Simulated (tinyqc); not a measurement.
MOS structure on a p-type body with a doping step (retrograde), non-linear Poisson equation by Newton steps: one step of the calculation.

One dimension, insulator interface at x = 0, acceptor density N1 for x < x1 and Na beyond, net doping C = -(acceptor density). psi is counted from the intrinsic level: n = ni exp((psi - Vb)/Vt), p = ni exp(-psi/Vt); deep in the body psi_b = -Vt ln(Na/ni). The gate acts through Cox = eps0 eox/tox and has the potential psi_G = Vg - (phiM - chi - Vt ln(Nc/ni)). Boltzmann statistics, full ionisation, classical densities, no oxide or interface charge.

Task. Converged densities and sheet charges. n and p as above; box widths w_i (half boxes at both ends); band bending psi_0 - psi_b; N_inv = sum w n; N_dep = -sum w (p + C); centroid sum w n x/N_inv; gate charge Cox (psi_G - psi_0)/q.

Inputs (values chosen for the exercise); band and dielectric values close to those of silicon: temperature T = 250 K; band gap Eg = 1.13 eV; conduction-band density of states at T Nc = 2.15e19 cm^-3; valence-band density of states at T Nv = 1.99e19 cm^-3; electron affinity chi = 4 eV; relative permittivity of the gate insulator (close to silicon dioxide) eox = 3.9; insulator thickness tox = 4.5 nm; gate work function phiM = 4.12 eV; electron quasi-Fermi potential against the body Vb = 0 V; gate voltage against the body Vg = 0.77 V.

Constants: q = 1.602176634e-19 C, kB = 1.380649e-23 J/K, Vt = kB T/q, eps0 = 8.8541878128e-14 F/cm where lengths are in cm. Results are converted to the units shown.

```
node  x (nm)  converged psi (V)  net doping C (cm^-3)
0          0         0.56934832               -2.9e16
1        0.4         0.55359768               -2.9e16
2       1.04         0.53457703               -2.9e16
3       2.08         0.51040081               -2.9e16
4       3.74         0.47750090               -2.9e16
5       6.41         0.42796980               -2.9e16
6       10.7         0.34985597               -2.9e16
7       17.6         0.22597660               -2.9e16
8       28.7         0.03109818               -2.9e16
9       46.6        -0.27171973               -2.9e17
10      75.3        -0.46238564               -2.9e17
11       121        -0.47288422               -2.9e17
12       196        -0.47306898               -2.9e17
```

ni = 8.4284375e7 cm^-3

Wanted: n; p; band bending; N_inv; N_dep; centroid of the electrons; gate charge over q.

Result.

```
node  n (cm^-3)  p (cm^-3)
0      2.531e19   2.807e-4
1      1.218e19   5.831e-4
2      5.039e18   0.001410
3      1.640e18   0.004330
4      3.562e17    0.01994
5      3.575e16     0.1987
6      9.518e14      7.464
7      3.029e12       2346
8       3.570e8    1.990e7
9         280.6   2.531e13
10      0.04022   1.766e17
11      0.02471   2.875e17
12      0.02450   2.900e17
```

band bending = 1.042 V
N_inv = 1.875e12 cm^-2
N_dep = 1.222e12 cm^-2
centroid of the electrons = 0.8152 nm
gate charge over q = 3.096e12 cm^-2

N_inv + N_dep is within 0.01 % of the gate charge.

Program tinyqc, `OMP_NUM_THREADS=1 python tinyqc.py 2080062 2080063 out.jsonl`; Intel Xeon 2.30GHz, shared host, one thread, about 0.3 s.
